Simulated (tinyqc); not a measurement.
A particle near a wafer in liquid: double-layer and van der Waals forces (DLVO), deposition barrier and removal: one step, computed by the program tinyqc. Command: `OMP_NUM_THREADS=1 python tinyqc.py 3113337 3113338 out.jsonl dlvo walk`. One thread of a shared host (Intel(R) Xeon(R) Processor @ 2.30GHz), about 0.01 s of CPU time with the checks.

Sphere and flat wall, Derjaguin approximation, constant potentials in the linear-superposition form, no retardation and no hydration force.

Question. Energy and force at one gap. U(h) = Z R exp(-kappa h) - A R/(6 h); F(h) = -dU/dh = kappa Z R exp(-kappa h) - A R/(6 h^2), positive for repulsion.

Inputs (values chosen for the exercise, of the order of those for polymer latex on silicon in water):
```
quantity,value,unit
particle radius R,170,nm
Hamaker constant A,1.5e-20,J
temperature T,293,K
gap h,4.2,nm
```

Z = 5.616863 pN

kappa = 0.1155247 1/nm

Constants: k_B = 1.380649e-23 J/K.

Give: double-layer energy; van der Waals energy; U(h); F(h).

Answer.

double-layer energy = 145.30 k_B T

van der Waals energy = -25.014 k_B T

U(h) = 120.29 k_B T

F(h) = 43.811 pN

Caution: for kappa h below 1 linear superposition is only rough, and charge regulation matters.
